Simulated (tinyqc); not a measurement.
Surface potential of a MOS transistor: implicit equation and explicit approximations: two steps of the calculation.

p-type body, charge-sheet picture, depletion and inversion only, full ionisation (an idealisation for deep acceptors), Boltzmann statistics (rough once Na exp(x - xn) passes about Nc/7). In units of Vt: xg = (Vg - Vfb)/Vt, x = psi/Vt, G = gamma/sqrt(Vt), xn = (2 phiF + Vc)/Vt. The implicit equation is (xg - x)^2 = G^2 [x - 1 + exp(x - xn)] for x above about 3. Cox = eps0 eox/tox.

Parameters, values chosen for the exercise; band and dielectric values close to those of silicon: temperature T = 400 K; relative permittivity of the gate insulator (close to silicon dioxide) eox = 3.9; insulator thickness tox = 13 nm; channel-body voltage Vc = 0 V.

Constants: q = 1.602176634e-19 C, kB = 1.380649e-23 J/K, Vt = kB T/q, eps0 = 8.8541878128e-14 F/cm where lengths are in cm. Results are converted to the units shown.

Task 1. Explicit approximation. Depletion value a = 1 + [sqrt(G^2/4 + xg - 1) - G/2]^2; inversion value b = xn + ln[(xg - xn)^2/G^2 - xn + 1] and first guess y = min(a, b) - ln(1 + exp(-|a - b|)) if a > xn + 1, else b = y = a; one second-order correction with D = exp(y - xn), p = 2 (xg - y) + G^2 (1 + D), w = (xg - y)^2 - G^2 (y - 1 + D): z = y + 2 w/(p + sqrt(p^2 - 2 (2 - G^2 D) w)), or the Newton step z = y + w/p where the root is not real.

G = 9.4258734
xn = 23.857561
xg = 80.941514

Wanted: a; b; y; p; w; z.

Result 1.

a = 30.10
b = 26.48
y = 26.46
p = 1393
w = -488.7
z = 26.03

The root of the implicit equation is x = 26.0416; y misses it by 0.42 and z by -0.015, in units of Vt.

Task 2. Potential, charges and gate control. psi = Vt x; N_dep = Cox Vt G sqrt(x - 1)/q; N_inv = (Cox Vt G/q) [sqrt(x - 1 + exp(x - xn)) - sqrt(x - 1)]; dpsi/dVg = 1/[1 + G^2 (1 + exp(x - xn))/(2 (xg - x))].

converged x = 26.041578
G = 9.4258734
xn = 23.857561
xg = 80.941514

Give: psi; N_dep; N_inv; dpsi/dVg.

Result 2.

psi = 0.8976 V
N_dep = 2.696e12 cm^-2
N_inv = 4.418e11 cm^-2
dpsi/dVg = 0.1112

psi lies 2.2 Vt above 2 phiF + Vc.

Computed by the program tinyqc: `OMP_NUM_THREADS=1 python tinyqc.py 2122143 2122144 out.jsonl`, one thread of a shared Intel Xeon 2.30GHz, about 0.01 s for the whole run.
